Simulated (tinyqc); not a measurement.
Voltage acceleration of oxide breakdown, four models on the same data: one step of the calculation.

Field E = V/tox in MV/cm. Models: ln(t63/1 s) = a - c X with X = E (E model), -1/E (1/E model), ln V (power law, c the exponent n) or sqrt(E).

Question. Projection to use conditions. Project to Vu, multiply by exp[(Ea q/kB)(1/Tu - 1/Ts)] and by ks; ten years are 3.15576e8 s. The largest voltage for ten years solves the same relation for V.

Values chosen for this exercise:
- tox = 2 nm (oxide thickness)
- Vu = 1.1 V (use voltage)
- Ts = 373 K (stress temperature)
- Tu = 358 K (use temperature)
- Ea = 0.91 eV (activation energy)
- ks = 2.7e-6 (factor for area and percentile)

Constants: q = 1.602176634e-19 C, kB = 1.380649e-23 J/K. Results are converted to the units shown.

c, model E to sqrt E: [2.7082979, 331.09177, 30.099980, 18.080796]
a, model E to sqrt E: [36.318549, -23.990836, 30.050670, 66.390249]

Wanted: temperature factor; lifetime; largest voltage for ten years.

Answer.

temperature factor = 3.275
lifetime, model E to sqrt E (years): [5.640e-4, 1487, 0.1788, 0.007326]
largest voltage for ten years, model E to sqrt E (V): [0.3776, 1.200, 0.9623, 0.7573]

The lifetimes span 6.42 decades, from the E model (most cautious) to the 1/E model; the allowed voltage spans 0.378 to 1.20 V. 1 of the four models pass ten years at Vu. Lifetimes beyond a thousand years are formal extrapolations.

Range of the model: All four laws are empirical fits; none is established far below the stress range.

Computed by the program tinyqc: `OMP_NUM_THREADS=1 python tinyqc.py 2070171 2070172 out.jsonl`, one thread of a shared Intel Xeon 2.30GHz, about 0.01 s for the whole run.
